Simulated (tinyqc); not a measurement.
## Doping from resistivity

Problem. A uniform, uncompensated and fully ionised sample has rho = 1/(q N mu), mu = m1 + (m2 (T/300 K)^(-bt) - m1)/(1 + (N/Nr)^am). Find N, mu and the diffusion coefficient mu Vt.

Values chosen for this exercise: temperature T = 300 K; mobility limit at high doping m1 = 69.7 cm^2/(V s); mobility limit at low doping, at 300 K m2 = 1400 cm^2/(V s); reference doping of the mobility law Nr = 9.43e16 cm^-3; exponent of the mobility law am = 0.705; temperature exponent of m2 bt = 2.2.

Constants: q = 1.602176634e-19 C, kB = 1.380649e-23 J/K, Vt = kB T/q. Results are converted to the units shown.

resistivity = 4.6296467 ohm cm

Answer. With am below 1 the product N mu rises steadily with N, so one doping matches; it is found by iterating N = 1/(q rho mu(N)).

N = 1.000e15 cm^-3
mu = 1348 cm^2/(V s)
diffusion coefficient = 34.85 cm^2/s

Computed by the program tinyqc: `OMP_NUM_THREADS=1 python tinyqc.py 2110161 2110162 out.jsonl`, one thread of a shared Intel Xeon 2.30GHz, about 0.01 s for the whole run.
